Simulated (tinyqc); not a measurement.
Where in the gap a trap does harm: carrier lifetime from Shockley-Read-Hall, radiative, Auger and surface recombination. Computed by tinyqc, a small Python program. Command: `OMP_NUM_THREADS=1 python tinyqc.py 3029610 3029611 out.jsonl lifetime walk`. One thread of a shared host (Intel(R) Xeon(R) Processor @ 2.30GHz), about 0.02 s of CPU time with the checks.

Energies are counted from the top of the valence band. Boltzmann statistics, full ionisation, and equal excess densities of electrons and holes.

Inputs (values chosen for the exercise, with bands modelled on CdS): gap E_g = 2.52 eV; electron mass m_e = 0.197 m_0; valleys M_c = 1; hole mass m_h = 0.804 m_0; temperature T = 350 K; doping N = 6.4e+16 cm^-3; trap level E_t = 1.41 eV; trap density N_t = 1.9e+11 cm^-3; electron cross-section sigma_n = 1.4e-15 cm^2; hole cross-section sigma_p = 2.1e-14 cm^2.

Doping: n-type. Surface term: none.

Constants: m_0 = 9.1093837015e-31 kg; k_B = 1.380649e-23 J/K; h = 6.62607015e-34 J s; k_B = 8.617333262e-05 eV/K.

Method:
- N_c = 2 M_c (2 pi m_e k_B T/h^2)^(3/2) and N_v = 2 (2 pi m_h k_B T/h^2)^(3/2), masses in units of m_0.
- n_i = sqrt(N_c N_v) exp(-E_g/2 k_B T); majority density N/2 + sqrt(N^2/4 + n_i^2), minority density n_i^2 over it.
- v = sqrt(3 k_B T/m) with m_e or m_h; tau_n0 = 1/(sigma_n v_n N_t), tau_p0 = 1/(sigma_p v_p N_t); n1 = N_c exp(-(E_g - E_t)/k_B T), p1 = N_v exp(-E_t/k_B T).
- Low injection: tau = [tau_p0 (n_0 + n1) + tau_n0 (p_0 + p1)]/(n_0 + p_0). Depleted region (n = p = 0): generation lifetime tau_g = (tau_p0 n1 + tau_n0 p1)/n_i. n1 = N_c exp(-(E_g - E_t)/k_B T), p1 = N_v exp(-E_t/k_B T).

tau_p0 = 1.78141e-05 s

n_0 = 6.40e+16 cm^-3

N_c = 2.76498e+18 cm^-3

tau_n0 = 1.32269e-04 s

p_0 = 5.09313e-16 cm^-3

N_v = 2.27969e+19 cm^-3

n_i = 5.70929 cm^-3

The same trap at other energies:
```
E_t (eV)  SRH lifetime (s)  generation lifetime (s)
0.151           3.3321e-04               3.5355e+12
0.378           1.7984e-05               1.9046e+09
0.630           1.7814e-05               4.4787e+05
0.882           1.7814e-05               1.0532e+02
1.134           1.7814e-05               2.4767e-02
1.260           1.7814e-05               3.8600e-04
1.386           1.7814e-05               4.1039e-04
1.638           1.7814e-05               1.7204e+00
1.890           1.7814e-05               7.3160e+03
2.142           1.7817e-05               3.1111e+07
2.369           2.2966e-05               5.7752e+10
```

What does the comparison show, and why?

The SRH lifetime (other channels left aside) stays within 10 % of its least value, among these rows, from E_t = 0.378 to 2.142 eV. The generation lifetime has a sharp minimum, among these rows at 1.26 eV and exactly at 1.322 eV, where tau_p0 n1 = tau_n0 p1, since generation needs two thermal jumps and the larger one rules.

Extremes, crossings and ranges named in words are read from the listed rows.
